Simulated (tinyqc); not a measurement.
Comparisons within one model: gated graphene: carriers, quantum capacitance and optical conductivity. A value that a table varies takes the place of the one given here.

Cones E = +/- hv |k|, four flavours, D(E) = 2|E|/(pi hv^2). n = (2/pi)(kT/hv)^2 F_1(mu/kT), p = (2/pi)(kT/hv)^2 F_1(-mu/kT), in 1/angstrom^2 (1e16 for 1/cm^2); F_1(eta) = integral_0^infinity x dx/(1 + exp(x - eta)). Cq/e^2 = d(n - p)/d mu = (2 kT/(pi hv^2)) ln(2 + 2 cosh(mu/kT)).

Gate: V = mu/e + e (n - p)/Cox with Cox/e^2 = k/(4 pi e2 t), t in angstrom, e2 = e^2/(4 pi eps0); 1/(eV angstrom^2) in C/e^2 equals 1602.176634 microfarad/cm^2; total 1/C = 1/Cox + 1/Cq.

Conductivity over sigma0 = e^2/(4 hbar): interband Re = sinh(E/2kT)/(cosh(mu/kT) + cosh(E/2kT)); intraband Re = (8 kT/pi) ln(2 cosh(mu/2kT)) Gm/(E^2 + Gm^2). A free sheet absorbs about pi alpha_f Re(sigma/sigma0), alpha_f the fine-structure constant (alpha among the constants).

Constants: kB = 8.617333262e-05 eV/K; e^2/(4 pi eps0) = 14.39964547 eV angstrom; fine-structure constant alpha = 0.007297352564.

Values chosen for the exercise (Fermi velocity near that of graphene, gate dielectric near SiO2; not measured data):
- hv = 6.52 eV angstrom (hbar vF)
- T = 400 K
- k = 4.09 (dielectric constant of the gate layer)
- t = 10 nm (its thickness)
- Gm = 20 meV (intraband damping)
- V = 0.61 V (gate voltage from the neutrality point)

## Gate sweep

Results:
```
V (V)  mu (eV)  n - p (1/cm^2)  n + p (1/cm^2)  Cq (microfarad/cm^2)  C/Cox  Cox V/e (1/cm^2)
0       0.0000               0        2.93e+11                  1.15  0.760                 0
0.018   0.0043        3.09e+10        2.94e+11                  1.15  0.760          4.07e+10
0.049   0.0117        8.43e+10        3.03e+11                  1.17  0.764          1.11e+11
0.12    0.0280        2.08e+11        3.51e+11                  1.28  0.779          2.71e+11
0.24    0.0524        4.24e+11        4.98e+11                  1.58  0.814          5.42e+11
0.43    0.0835        7.83e+11        8.14e+11                  2.14  0.855          9.72e+11
0.61    0.1071        1.14e+12        1.15e+12                  2.64  0.879          1.38e+12
0.92    0.1404        1.76e+12        1.77e+12                  3.40  0.904          2.08e+12
1.3     0.1736        2.55e+12        2.55e+12                  4.18  0.920          2.94e+12
```

At neutrality n + p = 2.93e+11 1/cm^2 of thermal carriers remain and C/Cox = 0.760; at the last row C/Cox = 0.920 and the plain capacitor rule overstates n - p by 15.4 %. Between the last two rows mu goes as V^0.61; for |mu| well above kT the limits are 1/2 where Cox is small against Cq and 1 where it is large.

## Absorption spectrum

mu = 0.10715 eV

Results:
```
E (eV)  interband  intraband  absorption (%)
0.021      0.0252     3.3355           7.705
0.043      0.0536     1.2473           2.982
0.075      0.1022     0.4656           1.302
0.107      0.1648     0.2367           0.921
0.150      0.2774     0.1225           0.917
0.182      0.3818     0.0837           1.067
0.214      0.4969     0.0607           1.278
0.246      0.6117     0.0460           1.508
0.279      0.7180     0.0359           1.728
0.343      0.8658     0.0238           2.039
0.429      0.9574     0.0152           2.230
0.643      0.9980     0.0068           2.304
```

The edge lies at 2|mu| = 0.214 eV and, for |mu| above about 3 kT (here 3.1), rises from 10 % to 90 % over about 8.8 kT = 0.303 eV. The absorption is lowest, 0.917 %, at 0.150 eV of those listed, between the Drude tail and the edge; at the last row it is 2.304 % against pi alpha_f = 2.293 %. The thin-sheet formula fails where the absorption is large, and trigonal warping matters above about 1.5 eV.

## What moves the Fermi level

All results formed anew. Each row changes one parameter from the base and keeps the others.

Results:
```
case                   mu (eV)  n - p (1/cm^2)   C/Cox
base                    0.1071       1.137e+12  0.8795
V = 0.793 V             0.1276       1.504e+12  0.8955
t = 7 nm                0.1300       1.550e+12  0.8592
k = 4.91                0.1185       1.334e+12  0.8695
hv = 7.17 eV angstrom   0.1190       1.110e+12  0.8691
T = 500 K               0.1000       1.153e+12  0.8775
```

The largest shifts from the base row, up to three for each result and ties (the steps differ in size, so this ranks the rows, not the parameters). mu (eV): t +0.0229, V +0.0205, hv +0.0119. n - p (1/cm^2): t +4.13e+11, V +3.67e+11, k +1.97e+11. C/Cox: t -0.0203, V +0.0160, hv -0.0104.

tinyqc: `OMP_NUM_THREADS=1 python tinyqc.py 1650388 1650389 out.jsonl`; about 0.01 s, one thread, shared Intel(R) Xeon(R) Processor @ 2.30GHz.
